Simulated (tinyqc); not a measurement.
From lower coupled mode L- back to carrier density N: single-oscillator infrared dielectric function of a polar cubic crystal. Computed by tinyqc, a small Python program. Command: `OMP_NUM_THREADS=1 python tinyqc.py 3007220 3007221 out.jsonl infrared inv`. One thread of a shared host (Intel(R) Xeon(R) Processor @ 2.30GHz), about 0.01 s of CPU time with the checks.

One ion pair, charges +Z* and -Z*, in a cell of volume Omega = a^3/4. Frequencies omega are given as wavenumbers (1/cm); eps_s is the static dielectric constant.

Inputs (values chosen for the exercise, for a model crystal): lattice constant a = 4.66 angstrom; mass M_A = 51.7 u; mass M_B = 72.2 u; omega_TO = 529 1/cm; Born charge Z* = 1.17 e; eps_inf = 3.36; carrier mass m* = 0.15 m_0; carrier mobility = 170 cm^2/(V s).

Structure: zinc blende. Free carriers: present.

Constants: nu for 1 eV/(angstrom^2 u) = 15.6333042 THz; 1 THz = 33.35640952 1/cm; e^2/(4 pi eps_0) = 14.39964548 eV angstrom; e = 1.602176634e-19 C; eps_0 = 8.8541878128e-12 F/m; m_0 = 9.1093837015e-31 kg; c = 299792458 m/s.

Method:
- mu = M_A M_B/(M_A + M_B); ionic plasma term W^2 = 4 pi Z*^2 (e^2/(4 pi eps_0))/(Omega mu) in eV/(angstrom^2 u), turned into 1/cm by W = 15.6333042 x 33.35640952 x sqrt(W^2); omega_LO^2 = omega_TO^2 + W^2/eps_inf; eps_s = eps_inf + W^2/omega_TO^2; Szigeti charge 3 Z*/(eps_inf + 2); longitudinal (Callen) charge Z*/eps_inf.
- omega_p^2 = N e^2/(eps_0 eps_inf m*), gamma_p = e/(m* x mobility), both divided by 2 pi c (c in cm/s) to give 1/cm. m* is held constant, though in narrow-gap crystals it rises with N at high doping.
- Without damping eps(omega) = 0 gives omega^4 - (omega_LO^2 + omega_p^2) omega^2 + omega_p^2 omega_TO^2 = 0, with roots L- and L+.

Task: A run gave the result below. Find the carrier density N, known to lie between 3.2e+18 and 6.2e+18 1/cm^3.

lower coupled mode L- = 516.9055 1/cm

Result:

Each step takes the trial c = (a f_b - b f_a)/(f_b - f_a), f being the result less the target and a, b, c the logarithms of the listed values; c replaces end b, the old b replaces a if the sign of f changed, and otherwise f_a is halved.

Scan of the range:
```
carrier density N (1/cm^3)  lower coupled mode L- (1/cm)
3.20e+18                                         507.985
3.57e+18                                         511.321
3.99e+18                                         514.054
4.45e+18                                         516.238
4.97e+18                                         518.058
5.55e+18                                         519.566
6.20e+18                                         520.833
```

False position (Illinois rule, in the logarithm of the input) inside the bracket:
```
step        end a        end b        trial  lower coupled mode L- (1/cm)
1     4.45000e+18  4.97000e+18  4.63418e+18                       516.946
2     4.45000e+18  4.63418e+18  4.61377e+18                       516.872
3     4.63418e+18  4.61377e+18  4.62303e+18                       516.906
4     4.61377e+18  4.62303e+18  4.62301e+18                       516.906
```

Lower coupled mode L- rises at every point of a 13-point scan of the range (every second point is shown), so one value fits; it is bracketed by 4.45e18 and 4.97e18. Answer: carrier density N = 4.623e18 1/cm^3.
